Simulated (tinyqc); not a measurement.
Admittance spectroscopy of a deep trap: effect of the trap density.

Schottky contact on an n-type layer with shallow donors Nd (all ionised) and a donor-like deep trap, neutral when filled and positive when empty; depletion approximation. Traps within lam of the depletion edge stay filled. The traps at xt = W - lam, where the level crosses the Fermi level, follow a slow signal and not a fast one. w = 2 pi f.

Emission rate en = sn vth(T) Nc(T) exp(-Et/kB T) = sn g T^2 exp(-Et/kB T), g = vth Nc/(300 K)^2, as vth goes as T^0.5 and Nc as T^1.5 (degeneracy factor 1). lam = sqrt(2 eps0 eps_r (EF - ET)/(q Nd)), EF - ET = Et - (kB T/q) ln(Nc(T)/Nd), Nc(T) = Nc (T/300 K)^1.5. In the steady state at the band bending V, 2 eps0 eps_r V/q = Nd W^2 + Nt (W - lam)^2 (the second term only if W > lam). V = Vbi + Vr. C_HF = eps0 eps_r/W, C_LF = eps0 eps_r (Nd + Nt)/(Nd W + Nt xt). Inflection frequency w0 = 2 en [1 + Nt xt/(Nd W)]; C = C_HF + (C_LF - C_HF)/(1 + (w/w0)^2), G/w = (C_LF - C_HF)(w/w0)/(1 + (w/w0)^2).

Parameters, values chosen for the exercise; material values those of a made-up semiconductor: relative permittivity eps_r = 11.2; conduction-band density of states at 300 K Nc = 4.87e17 cm^-3; thermal velocity at 300 K vth = 4.2e7 cm/s; shallow donor density Nd = 2.4e16 cm^-3; built-in voltage Vbi = 0.76 V; depth of the trap below the conduction edge Et = 0.39 eV; capture cross-section sn = 2.4e-14 cm^2; reverse bias Vr = 0 V; temperature T = 325 K.

Constants: q = 1.602176634e-19 C, kB = 1.380649e-23 J/K, eps0 = 8.8541878128e-14 F/cm where lengths are in cm. Results are converted to the units shown.

Results:

| Nt (cm^-3) | W (nm) | step (% of C_HF) | w0/(2 en) |
|---|---|---|---|
| 6.2e14 | 197.6 | 1.617 | 1.010 |
| 1.4e15 | 197.2 | 3.616 | 1.021 |
| 7e15 | 194.4 | 16.97 | 1.104 |
| 1.6e16 | 190.6 | 35.52 | 1.230 |
| 3.5e16 | 184.5 | 67.12 | 1.471 |
| 7.9e16 | 175.4 | 120.2 | 1.949 |

Estimate the missing row, Nt = 3.1e15 cm^-3.

Computed row:

| Nt (cm^-3) | W (nm) | step (% of C_HF) | w0/(2 en) |
|---|---|---|---|
| 3.1e15 | 196.3 | 7.847 | 1.047 |

With this row back in the table: The step rises from 1.62 to 120 %, as Nt^(0.99) between the first two rows and Nt^(0.72) between the last two, and w0/(2 en) rises from 1.01 to 1.95: for Nt near Nd the rule w0 = 2 en overstates the cross-section by that factor.

Numbers from tinyqc (`OMP_NUM_THREADS=1 python tinyqc.py 2050156 2050157 out.jsonl`; about 0.01 s on one thread of a shared Intel Xeon 2.30GHz).
